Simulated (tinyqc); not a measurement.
What moves the results: propagation of a band-gap error through k.p and effective-mass formulas. A value that a table varies takes the place of the one given here.

Chain, for a gap E (the reference Eg or another value), with Ep and Dso kept: 1/me = 1 + Ep (E + 2 Dso/3)/(E (E + Dso)); g* = 2 - 2 Ep Dso/(3 E (E + Dso)); g1(E) = g1 + (Ep/3)(1/E - 1/Eg), g2(E) = g2 + (Ep/6)(1/E - 1/Eg), light hole 1/(g1 + 2 g2), heavy hole 1/(g1 - 2 g2) along [100]; optical constant ei(E) = 1 + (ei - 1)(EP/(EP + E - Eg))^2, static e0(E) = ei(E) + e0 - ei.

Donor: R = Ry me/e0^2, a_B = a0 e0/me, Mott density (0.26/a_B)^3. Nc, Nv = 2 (m kT/(4 pi c))^(3/2), c = hbar^2/2m0, ni = sqrt(Nc Nv) exp(-E/2kT). Exciton: Ry mu/e0^2 with 1/mu = 1/me + g1(E). 1 angstrom^-3 = 1e24 cm^-3.

Constants: Ry = 13.60569312 eV; a0 (Bohr radius) = 0.5291772105 angstrom; kB = 8.617333262e-05 eV/K; hbar^2/2m0 = 3.80998211 eV angstrom^2.

Inputs chosen for the exercise (reference values near those of GaSb, gap at low temperature; the results hold for these values, not for the real material): Eg = 0.804 eV (gap at Gamma to the s-like level); Dso = 0.745 eV (spin-orbit splitting); Ep = 26.9 eV (Kane energy); g1 = 13.34 (Luttinger gamma1); g2 = 4.68 (gamma2); e0 = 15.49 (static dielectric constant); ei = 14.32 (optical dielectric constant); EP = 4.06 eV (mean (Penn) gap); mh = 0.45 m0 (density-of-states mass of the holes); T = 300 K (temperature); Eg2 = 0.338 eV (a wrong gap).

## The size of the error

E = f Eg; ratios against f = 1.

Results:

| f | E (eV) | me ratio | light-hole ratio | e0 ratio | donor ratio | Mott ratio | g* | log10 ni ratio |
|---|---|---|---|---|---|---|---|---|
| 0.25 | 0.201 | 0.292 | 0.253 | 1.326 | 0.166 | 0.0107 | -68.264 | 4.66 |
| 0.40 | 0.322 | 0.446 | 0.404 | 1.248 | 0.287 | 0.0458 | -36.949 | 3.79 |
| 0.60 | 0.482 | 0.640 | 0.604 | 1.154 | 0.480 | 0.170 | -20.564 | 2.56 |
| 0.80 | 0.643 | 0.823 | 0.803 | 1.072 | 0.716 | 0.452 | -12.963 | 1.29 |
| 1.00 | 0.804 | 1.000 | 1.000 | 1.000 | 1.000 | 1.00 | -8.728 | 0.00 |
| 1.20 | 0.965 | 1.172 | 1.196 | 0.936 | 1.338 | 1.96 | -6.099 | -1.30 |
| 1.50 | 1.206 | 1.422 | 1.487 | 0.852 | 1.958 | 4.64 | -3.678 | -3.26 |
| 2.00 | 1.608 | 1.823 | 1.966 | 0.739 | 3.335 | 15.0 | -1.531 | -6.56 |

How do the results move?

Between f = 0.8 and 1.2 the mean powers d ln(ratio)/d ln f are 0.87 for me, 0.98 for the light hole, -0.34 for e0, 1.54 for the donor energy and 3.62 for the Mott density; ni moves by -0.80 decades per 0.1 eV, against -0.1 eV/(2 kT ln 10) = -0.84 from the exponential alone, the rest coming from Nc through me^(3/4). Rows with E below about 8 kT bring ni near Nc, beyond Boltzmann statistics. g* keeps its sign, from -68.26 to -1.53.

## What each input does

All at E = Eg2. Each row changes one parameter from the base and keeps the others.

Results:

| case | me (m0) | light hole (m0) | e0 | donor (meV) | exciton (meV) | log10 ni |
|---|---|---|---|---|---|---|
| base | 0.0160 | 0.0187 | 19.17 | 0.594 | 0.407 | 14.954 |
| Eg2 = 0.365 eV | 0.0172 | 0.0202 | 18.92 | 0.653 | 0.448 | 14.750 |
| Dso = 0.685 eV | 0.0159 | 0.0187 | 19.17 | 0.589 | 0.405 | 14.952 |
| Ep = 29.052 eV | 0.0149 | 0.0179 | 19.17 | 0.551 | 0.381 | 14.930 |
| g1 = 14.407 | 0.0160 | 0.0183 | 19.17 | 0.594 | 0.402 | 14.954 |
| EP = 3.735 eV | 0.0160 | 0.0187 | 19.56 | 0.571 | 0.391 | 14.954 |
| ei = 13.174 | 0.0160 | 0.0187 | 18.85 | 0.614 | 0.420 | 14.954 |
| mh = 0.414 m0 | 0.0160 | 0.0187 | 19.17 | 0.594 | 0.407 | 14.927 |
| T = 276 K | 0.0160 | 0.0187 | 19.17 | 0.594 | 0.407 | 14.653 |

How do the results move?

The largest shifts from the base row, up to three for each result and ties (the steps differ in size, so this ranks the rows, not the parameters). me (m0): Ep -0.0012, Eg2 +0.0011, Dso -0.0001; unchanged at the printed digits by g1, EP, ei, mh and T. light hole (m0): Eg2 +0.0015, Ep -0.0008, g1 -0.0004; unchanged at the printed digits by Dso, EP, ei, mh and T. e0: EP +0.39, ei -0.32, Eg2 -0.25; unchanged at the printed digits by Dso, Ep, g1, mh and T. donor (meV): Eg2 +0.059, Ep -0.043, EP -0.023; unchanged at the printed digits by g1, mh and T. exciton (meV): Eg2 +0.041, Ep -0.026, EP -0.016; unchanged at the printed digits by mh and T. log10 ni: T -0.301, Eg2 -0.204, mh -0.027; unchanged at the printed digits by g1, EP and ei.

Computed by tinyqc, a small Python program: `OMP_NUM_THREADS=1 python tinyqc.py 1850828 1850829 out.jsonl` (the numbers bound the seed that draws the inputs); one thread of a shared host (Intel(R) Xeon(R) Processor @ 2.30GHz), about 0.01 s for the whole set of steps.
